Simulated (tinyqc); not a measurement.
A six-terminal Hall bar with edge channels and a constriction, Landauer-Buettiker equations: one step of the calculation.

Contacts 1 (source) and 4 (drain) end the bar; 2 and 3 lie on the upper edge, 6 and 5 on the lower edge, with a constriction between 2 and 3 (and between 6 and 5). Carriers run 1 to 2 to 3 to 4 to 5 to 6 to 1 in M channels. The constriction passes Tc from 2 to 3 and from 5 to 6, and turns M - Tc from 2 to 6 and from 5 to 3. Signs are those of positive carriers; V4 = 0.

Problem. Resistances. R(a,b) = (V_a - V_b)/I.

Inputs (values chosen for the exercise): summed transmission of the constriction Tc = 0.95; current from contact 1 to contact 4 I = 2 nA.

V, contact 1 to 6 (uV): 54.342753  54.342753  12.906404  0.000000  0.000000  41.436349

Give: resistances.

Solution.

resistances (kohm): R(1,4) 27.17, R(2,3) 20.72, R(2,6) 6.45, R(2,5) 27.17, R(3,6) -14.26

In units of h/q^2: R(1,4) = R(2,5) = 1/Tc, R(2,3) = 1/Tc - 1/M, R(2,6) = 1/M, R(3,6) = 2/M - 1/Tc.

Program tinyqc, `OMP_NUM_THREADS=1 python tinyqc.py 2700002 2700003 out.jsonl`; Intel Xeon 2.30GHz, shared host, one thread, about 0.01 s.
